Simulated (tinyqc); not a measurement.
Thinning the film: dielectric confinement in a thin film (image charges).

A film |z| < t/2 of dielectric constant eps between half-spaces of dielectric constant e2; lam = (eps - e2)/(eps + e2), q = e^2/(4 pi eps0). The self-energy of a band edge is taken with the high-frequency value, e2 = eh, and the field of a fixed ion with the static one, e2 = eo. A charge at z has images lam^|n| at n t + (-1)^n z. Its self-energy is S(z) = (q/2 eps) sum over n >= 1 of lam^n [1/(n t - 2z) + 1/(n t + 2z)] for odd n and 2 lam^n/(n t) for even n; at the centre S(0) = -(q/(eps t)) ln(1 - lam).

Donor at the centre, lam from the static eo, trial function cos(pi z/t) exp(-rho/l): E(l) = c/(m l^2) - (q/eps) times the integral over k of F(k t) (1 + (k l/2)^2)^(-3/2), with F(x) = F0 + 2 lam exp(-x) G/(1 - lam exp(-x)), F0 = 2[(1 - exp(-x/2))/x + x (1 + exp(-x/2))/(x^2 + 4 pi^2)], G = 2 sinh(x/2)[1/x - x/(x^2 + 4 pi^2)]; c = hbar^2/2m0. The binding energy is -E at the minimum, counted from the subband edge with its self-energy.

Constants: e^2/(4 pi eps0) = 14.39964547 eV angstrom; hbar^2/2m0 = 3.80998211 eV angstrom^2; Ry = 13.60569312 eV.

Inputs chosen for the exercise (near those of a Ge film between layers of Si3N4; not measured data): eps = 15.5 (dielectric constant of the film); eh = 4 (high-frequency dielectric constant outside); eo = 7.2 (static dielectric constant outside); m = 0.151 m0 (mass in the plane); mz = 0.12 m0 (mass across the film); ts = (10, 15, 22, 32, 48, 70, 100) angstrom (thicknesses).

<S> is the mean over (2/t) cos^2(pi z/t); confinement c (pi/t)^2/mz; donor binding with and without images.

Results:
```
t (angstrom),<S> (meV),confinement (meV),"binding, no images (meV)",binding (meV),l (angstrom)
10,94.9,3133.6,29.0,71.2,24.0
15,63.2,1392.7,27.2,60.5,26.8
22,43.1,647.4,25.3,51.1,30.1
32,29.6,306.0,23.1,42.9,33.8
48,19.8,136.0,20.6,35.0,38.7
70,13.6,64.0,18.1,28.6,44.0
100,9.5,31.3,15.7,23.5,49.9
```

How do the results move, and what explains it?

Between 100 and 10 angstrom the binding goes from 23.5 to 71.2 meV; quantum confinement alone would take it from 15.7 to 29.0, so the images supply +7.7 and +42.2 meV. |<S>| goes as 1/t and exceeds the confinement energy beyond 330 angstrom. Hard-wall energies above 300 meV (up to t = 32 angstrom) overstate the confinement: walls are finite and valleys non-parabolic.

tinyqc: `OMP_NUM_THREADS=1 python tinyqc.py 1250287 1250288 out.jsonl`; about 0.06 s, one thread, shared Intel(R) Xeon(R) Processor @ 2.30GHz.
